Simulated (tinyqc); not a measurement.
First phase against the interface composition: thermodynamics of metal silicides: hull, first phase, silicon consumed, nucleation and stability against SiO2. Computed by tinyqc, a small Python program. Command: `OMP_NUM_THREADS=1 python tinyqc.py 3021120 3021121 out.jsonl silphase walk`. One thread of a shared host (Intel(R) Xeon(R) Processor @ 2.30GHz), about 0.01 s of CPU time with the checks.

Entropies of formation of the solids are neglected, so heats stand for free energies. Si fractions: M5Si3 0.3750, MSi 0.5000, MSi2 0.6667.

Inputs (values chosen for the exercise, of the order of those of titanium silicides for heats and volumes only): heat of formation of M5Si3 = -69.7 kJ/mol atoms; heat of formation of MSi = -64 kJ/mol atoms; heat of formation of MSi2 = -44.6 kJ/mol atoms.

Phases: M5Si3, MSi, MSi2.

Method. Effective heat of formation: at the interface the mixture has the Si fraction x_e; the limiting element scales the heat, H_eff = H x_e/x if x_e < x, H (1 - x_e)/(1 - x) otherwise. The rule names the most negative as the first phase; its restriction to congruently melting phases is left out here.

H_eff (kJ/mol atoms):

| x_e | M5Si3 | MSi | MSi2 | first phase |
|---|---|---|---|---|
| 0.10 | -18.587 | -12.80 | -6.690 | M5Si3 |
| 0.20 | -37.173 | -25.60 | -13.380 | M5Si3 |
| 0.30 | -55.760 | -38.40 | -20.070 | M5Si3 |
| 0.36 | -66.912 | -46.08 | -24.084 | M5Si3 |
| 0.42 | -64.682 | -53.76 | -28.098 | M5Si3 |
| 0.48 | -57.990 | -61.44 | -32.112 | MSi |
| 0.54 | -51.299 | -58.88 | -36.126 | MSi |
| 0.60 | -44.608 | -51.20 | -40.140 | MSi |
| 0.66 | -37.917 | -43.52 | -44.154 | MSi2 |
| 0.75 | -27.880 | -32.00 | -33.450 | MSi2 |

What follows from these numbers?

Each phase is a triangle with its apex at its own composition. In order of x_e the first phase is M5Si3, then MSi, then MSi2. On either side of all three the ranking is that of H/x (Si-poor) or H/(1 - x) (Si-rich).
